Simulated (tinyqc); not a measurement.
Rigid-ion and shell models of the dielectric response of an ionic crystal: one step, computed by the program tinyqc. Command: `OMP_NUM_THREADS=1 python tinyqc.py 3008782 3008783 out.jsonl shell walk`. One thread of a shared host (Intel(R) Xeon(R) Processor @ 2.30GHz), about 0.01 s of CPU time with the checks.

Charges +Z and -Z; 4 nearest neighbours, Madelung constant M = 1.638055, volume per ion pair Omega = 3.079201 d^3. Energy per pair U = -M Z^2 e2/d + 4 A exp(-d/rho), e2 = e^2/(4 pi eps_0). In the shell model the anion is a core of charge Y - Z and a massless shell of charge -Y, joined by the spring k; the repulsion acts on the shell. Each ion feels the Lorentz field E + (4 pi/3) P (Gaussian units).

Problem. Shell model: lattice response. mu lambda_TO = R' - (4 pi e2/(3 Omega)) Z_S^2/(1 - b); mu lambda_LO = mu lambda_TO + 4 pi e2 Z*^2/(eps_inf Omega); eps_s = eps_inf lambda_LO/lambda_TO. lambda in eV/(angstrom^2 u) gives the wavenumber 15.6333042 x 33.35640952 x sqrt(lambda); mu is the reduced mass.

Inputs (values chosen for the exercise, for a model crystal): cation mass = 77.9 u; anion mass = 79.9 u.

Structure: zinc blende.

anion polarisability alpha_- = 2.456949 angstrom^3

Szigeti charge Z_S = 0.7936898 e

softened spring R' = 2.434832 eV/angstrom^2

b = 0.1648428

eps_inf = 1.592138

Born charge Z* = 0.9503477 e

volume Omega = 76.66315 angstrom^3

Constants: e^2/(4 pi eps_0) = 14.39964548 eV angstrom; nu for 1 eV/(angstrom^2 u) = 15.6333042 THz; 1 THz = 33.35640952 1/cm.

Give: mu lambda_TO; omega_TO; omega_LO; eps_s; share of R' left after the dipole term.

Solution.

mu lambda_TO = 1.841 eV/angstrom^2

omega_TO = 112.7 1/cm

omega_LO = 148.1 1/cm

eps_s = 2.750

share of R' left after the dipole term = 0.7563

The dipole field cancels 24 % of the short-range spring.
